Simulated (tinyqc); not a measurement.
Undoped symmetric double-gate MOSFET, analytic potential model: one step of the calculation.

An undoped body of thickness ts between two equal insulators and tied gates; long channel, electrons only, n = ni exp((psi - V)/Vt) with V the quasi-Fermi potential (0 at the source, Vd at the drain), constant mobility, no quantisation. Across the body psi(x) = V - 2 Vt ln[(ts/(2 beta)) sqrt(q ni/(2 eps0 eps_r Vt)) cos(2 beta x/ts)], x from the centre. Q is the electron charge per area of the whole body.

Problem. Potential and electron density across the body at the source. psi(x) as above with V = 0 and beta = beta_s; n = ni exp(psi/Vt).

Parameters, values chosen for the exercise; material values close to those of silicon: temperature T = 300 K; relative permittivity of the semiconductor eps_r = 11.7; body thickness ts = 25 nm.

Constants: q = 1.602176634e-19 C, kB = 1.380649e-23 J/K, Vt = kB T/q, eps0 = 8.8541878128e-14 F/cm where lengths are in cm. Results are converted to the units shown.

```
point,x/ts
0,0
1,0.1
2,0.2
3,0.3
4,0.4
5,0.45
6,0.5
```

beta_s = 0.20590459
ni = 8.8485662e9 cm^-3

Find: psi; n.

Solution.

```
point,psi (V),n (cm^-3)
0,0.3578,9.071e15
1,0.3578,9.087e15
2,0.3580,9.133e15
3,0.3582,9.211e15
4,0.3585,9.322e15
5,0.3587,9.390e15
6,0.3589,9.467e15
```

The density at the surface is 1.04 times that at the centre (1/cos^2 beta).

Program tinyqc, `OMP_NUM_THREADS=1 python tinyqc.py 2440075 2440076 out.jsonl`; Intel Xeon 2.30GHz, shared host, one thread, about 0.01 s.
